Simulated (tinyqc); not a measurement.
The 3-omega method: a line heater on a substrate with a thin film: one step, computed by the program tinyqc.

A current at angular frequency omega = 2 pi f heats the line at 2 omega with the amplitude P per length; the temperature swing Delta T at 2 omega gives a voltage at 3 omega. The substrate is taken as semi-infinite and isotropic, and the heat capacity of heater and film is left out.

Question. Conductivity from the slope. Delta T_s = (P/(pi kappa)) int_0^infinity (sin x/x)^2 / sqrt(x^2 + (q b)^2) dx with (q b)^2 = i |q b|^2, averaged over the heater width (12 Gauss-Legendre points on each of the pieces 0, 14 log-spaced edges from 1e-5 to 1, and multiples of pi to 40 pi; the tail adds 1/(4 (40 pi)^2)). Take the in-phase swing at f and at 2f; in the narrow-line limit kappa = P ln 2/(2 pi [Delta T(f) - Delta T(2f)]), whatever the film and the heater width.

Inputs (values chosen for the exercise, modelled on a silicon-germanium alloy on silica):
```
quantity                      value           unit
substrate conductivity kappa   1.36        W/(m K)
substrate heat capacity C      1.59  1e6 J/(m^3 K)
heater half-width b             6.2     micrometre
power amplitude per length P    3.7            W/m
current frequency f            1300             Hz
```

in-phase Delta T_s = 1.004667 K

Give: in-phase Delta T_s at 2f; kappa from the slope; error of the slope method.

Answer.

in-phase Delta T_s at 2f = 0.7632 K

kappa from the slope = 1.690 W/(m K)

error of the slope method = 24.29 %
